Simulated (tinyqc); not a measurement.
Susceptibility above T_c: two-sublattice mean-field magnet: ferrimagnet, compensation points and susceptibility. Computed by tinyqc, a small Python program. Command: `OMP_NUM_THREADS=1 python tinyqc.py 3026284 3026285 out.jsonl ferri walk`. One thread of a shared host (Intel(R) Xeon(R) Processor @ 2.30GHz), about 0.01 s of CPU time with the checks.

A random alloy A(1-x)B(x) with H = -sum over pairs J S_i.S_j. a = <S_A> and b = <S_B> are taken along z, a > 0. Exchange fields: h_A = (1 - x) zJ_AA a + x zJ_AB b, h_B = (1 - x) zJ_AB a + x zJ_BB b; a = S_A B_(S_A)(S_A h_A/(k_B T)) and likewise for b, with the Brillouin function B_S(y) = [(2S + 1)/(2S)] coth[(2S + 1) y/(2S)] - [1/(2S)] coth[y/(2S)].

Inputs (values chosen for the exercise, for a model ferrimagnet):
```
quantity               value  unit
spin S_A                   1     -
spin S_B                 1.5     -
g factor g_A             2.1     -
g factor g_B               2     -
fraction x of B sites   0.21     -
z J_AA                  44.2   meV
z J_BB                   2.8   meV
z J_AB                   -17   meV
T over T_c              0.58     -
```

Constants: k_B = 8.617333262e-05 eV/K.

Method. Linearised, T (a, b) = M (a, b) with M_ij = S_i (S_i + 1) c_j zJ_ij/(3 k_B), c_A = 1 - x, c_B = x. T_c is the larger eigenvalue, and its eigenvector gives b/a at onset, (T_c - M_AA)/M_AB. With a field B, T (a, b) = M (a, b) + (mu_B B/(3 k_B)) (g_A S_A (S_A + 1), g_B S_B (S_B + 1)). chi = m/B per site; C = mu_B [(1 - x) g_A^2 S_A (S_A + 1) + x g_B^2 S_B (S_B + 1)]/(3 k_B); the table gives C/chi, which tends to T - theta.

T_c = 289.301 K

M (K):
```
          A        B
A   270.138  -27.619
B  -194.811    8.529
```

Inverse susceptibility:
```
T (K)   C/chi (K)  T - C/chi (K)
295.1        12.9         282.19
318.2        59.3         258.89
361.6       132.2         229.47
434.0       233.0         200.98
578.6       405.2         173.40
867.9       716.0         151.95
1446.5     1308.6         137.95
2893.0     2764.1         128.86
```

T - C/chi sinks from 282 K just above T_c to 129 K at 10 T_c, on its way to the asymptotic theta. The curve of 1/chi is a hyperbola that bends down to zero at T_c = 289 K, so a Curie-Weiss line fitted at high T misses T_c.
